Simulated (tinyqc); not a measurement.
Heavy doping: band filling, gap narrowing, band tails and the effective intrinsic density: one step, computed by the program tinyqc. Command: `OMP_NUM_THREADS=1 python tinyqc.py 3027329 3027330 out.jsonl gapnarrow walk`. One thread of a shared host (Intel(R) Xeon(R) Processor @ 2.30GHz), about 0.02 s of CPU time with the checks.

An n-type crystal above its Mott density, with all dopants ionised: n = N_D - N_A, ionised centres N_I = N_D + N_A. Valleys are taken as spherical with mass m_e.

Problem. Screening, narrowing and potential fluctuations. Screening: q^2 = (e/(eps eps_0)) dn/dE_F. Exchange lowers the conduction band by (1/pi) k_F e^2/(4 pi eps_0 eps) (T = 0 Hartree-Fock at k_F, taken as a rigid shift). Screening raises the valence band by (q/2) e^2/(4 pi eps_0 eps) (static Coulomb hole). The narrowing is the sum; electron correlation and carrier-ion shifts are left out. Root-mean-square potential of randomly placed ions: V_rms = (e^2/(4 pi eps_0 eps)) sqrt(2 pi N_I/q).

Inputs (values chosen for the exercise, for a model semiconductor): valleys M_c = 3; dielectric constant eps = 12.4; donor density N_D = 2.4e+20 cm^-3; compensation ratio N_A/N_D = 0; temperature T = 400 K.

Conduction band: parabolic.

n = 2.40e+20 cm^-3

dn/dE_F = 1.881388e+21 cm^-3/eV

Constants: e = 1.602176634e-19 C; eps_0 = 8.8541878128e-12 F/m; e^2/(4 pi eps_0) = 14.39964548 eV angstrom; k_B = 8.617333262e-05 eV/K.

Give: screening length 1/q; exchange term; Coulomb-hole term; gap narrowing; V_rms.

Solution.

screening length 1/q = 6.0352 angstrom

exchange term = 49.274 meV

Coulomb-hole term = 96.208 meV

gap narrowing = 145.48 meV

V_rms = 110.78 meV

Caution: the screening length is well below a*, where static Thomas-Fermi screening overstates the Coulomb hole.
